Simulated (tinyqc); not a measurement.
What a measurement delay does to the time exponent: bias-temperature instability from a Gaussian distribution of capture and emission barriers. Computed by tinyqc, a small Python program. Command: `OMP_NUM_THREADS=1 python tinyqc.py 3006740 3006741 out.jsonl bti walk`. One thread of a shared host (Intel(R) Xeon(R) Processor @ 2.30GHz), about 0.01 s of CPU time with the checks.

Each trap has a capture time tau_0 exp(E_c/(k_B T)) under stress and an emission time tau_0 exp(E_e/(k_B T)) after it. E_c is Gaussian, and E_e = E_c + d with d Gaussian and independent. A trap counts as filled once t_s exceeds its capture time and as emptied once t_r exceeds its emission time.

Inputs (values chosen for the exercise, for a model p-channel transistor):
```
quantity,value,unit
shift with all traps filled V_max,69,mV
mean capture barrier at zero field mu_c,1.69,eV
spread of capture barriers sigma_c,0.31,eV
lowering of mu_c per field k_F,0.058,eV/(MV/cm)
oxide field F,4.9,MV/cm
"mean of E_e - E_c at the stress field, delta",-0.096,eV
"spread of E_e - E_c, sigma_d",0.26,eV
time constant tau_0,3e-09,s
temperature T,25,C
stress time t_s,6,s
```

Constants: k_B = 8.617333262e-05 eV/K.

Method:
- Demarcation energies E_s = k_B T ln(t_s/tau_0), E_r = k_B T ln(t_r/tau_0); mean barrier mu = mu_c - k_F F; z = (E_s - mu)/sigma_c; Phi is the standard normal distribution.
- Temperatures in kelvin are T(C) + 273.15.
- Shift without recovery dV0 = V_max Phi(z); local time exponent n = d ln dV0/d ln t_s = (k_B T/sigma_c) exp(-z^2/2)/(sqrt(2 pi) Phi(z)); apparent activation energy n E_s.
- Remaining shift dV = V_max int_(-infinity)^(E_s) g(E_c) [1 - Phi((E_r - E_c - delta)/sigma_d)] dE_c, g the Gaussian density of E_c (Gauss-Legendre, 120 points over 7 sigma_c below E_s).
- Columns: no delay, and delays of 1 us, 1 ms and 1 s.

mean barrier mu = 1.4058 eV

Shift (mV):
```
t_s (s),no delay,1 us,1 ms,1 s
1.00e+00,0.1253,0.0920,0.0615,0.0312
1.00e+01,0.2269,0.1802,0.1294,0.0722
1.00e+02,0.3972,0.3353,0.2566,0.1561
1.00e+03,0.6727,0.5947,0.4805,0.3165
1.00e+04,1.1023,1.0088,0.8533,0.6035
1.00e+05,1.7485,1.6410,1.4414,1.0852
1.00e+06,2.6856,2.5667,2.3237,1.8466
1.00e+07,3.9963,3.8686,3.5867,2.9832
```

What follows from these numbers?

Between 10 and 1000 s the apparent exponent is 0.236 without delay, 0.259 at 1 us, 0.285 at 1 ms and 0.321 at 1 s: a slow measurement loses more of a short stress than of a long one, which steepens the curve. Without delay the exponent falls from 0.258 to 0.173 over the table, so the growth is not a true power law. Caution: step-function filling and one Gaussian population are simplifications; real devices show several populations.
